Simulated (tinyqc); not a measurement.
Ratio and sensitivities against delay: time-domain thermoreflectance: layered heat flow under a modulated pulse train, and what the signal ratio measures. Computed by tinyqc, a small Python program. Command: `OMP_NUM_THREADS=1 python tinyqc.py 3112204 3112205 out.jsonl tdtr walk`. One thread of a shared host (Intel(R) Xeon(R) Processor @ 2.30GHz), about 0.2 s of CPU time with the checks.

Pulses repeat at 80 MHz; heat is laid down at the surface, all layers are isotropic, and the film is in perfect contact with the substrate.

Inputs (values chosen for the exercise, modelled on aluminium on sapphire):
```
quantity                                value        unit
metal thickness d                          92          nm
metal conductivity                        160     W/(m K)
metal heat capacity                      2.42  MJ/(m^3 K)
boundary conductance G under the metal     44  MW/(m^2 K)
film thickness                            8.6          nm
film conductivity                          13     W/(m K)
film heat capacity                          2  MJ/(m^3 K)
substrate conductivity kappa             34.4     W/(m K)
substrate heat capacity C                3.09  MJ/(m^3 K)
modulation frequency f                      2         MHz
spot radius w (1/e^2, pump and probe)     4.4  micrometre
```

Stack: metal, film, substrate.

Method:
- For radial wave number k and angular frequency W each layer has u = sqrt(4 pi^2 k^2 + i W C/kappa) and gamma = kappa u. Surface impedance from below: Z = 1/gamma for the substrate; a layer of thickness L maps Z to (Z + tanh(u L)/gamma)/(1 + gamma Z tanh(u L)); a boundary adds 1/G.
- Response per absorbed watt H(W) = 2 pi int_0^(2/w) Z(k, W) exp(-pi^2 k^2 w^2) k dk by 20 Gauss-Legendre points.
- Signal: X + iY = sum_(m = -M..M) H(2 pi (f + m f_r)) exp(i 2 pi m f_r t) exp(-pi (m/M)^2 x 4), f_r = 80 MHz, M = 4000, with H(-W) the complex conjugate of H(W); V_in = X, V_out = Y, ratio = -V_in/V_out.
- Sensitivity S = ln(ratio'/ratio)/ln(1.01) for a rise of one input by 1 %.

Ratio and sensitivities:
```
t (ps)   ratio  S to kappa    S to G    S to d   S to C    S to w  S to film conductivity
100     4.2992     0.43571  -0.01864  -0.67296  0.28228  -0.42150               0.0001456
200     4.2112     0.43287  -0.03337  -0.66340  0.27956  -0.41747              -0.0002487
400     4.0513     0.42723  -0.06054  -0.62457  0.27412  -0.40985              -0.0010051
800     3.7642     0.41615  -0.10893  -0.55285  0.26317  -0.39589              -0.0023810
1500    3.3424     0.39776  -0.18010  -0.44234  0.24435  -0.37487              -0.0044337
2500    2.8674     0.37366  -0.26044  -0.30940  0.21844  -0.35064              -0.0067779
4000    2.3414     0.34134  -0.34752  -0.15010  0.18154  -0.32358              -0.0093501
```

The largest sensitivity in size at 100 ps is to d (-0.67). At 400 ps an error of 3 % in d passes on as 4 % in kappa.

Extremes, crossings and ranges named in words are read from the listed rows.
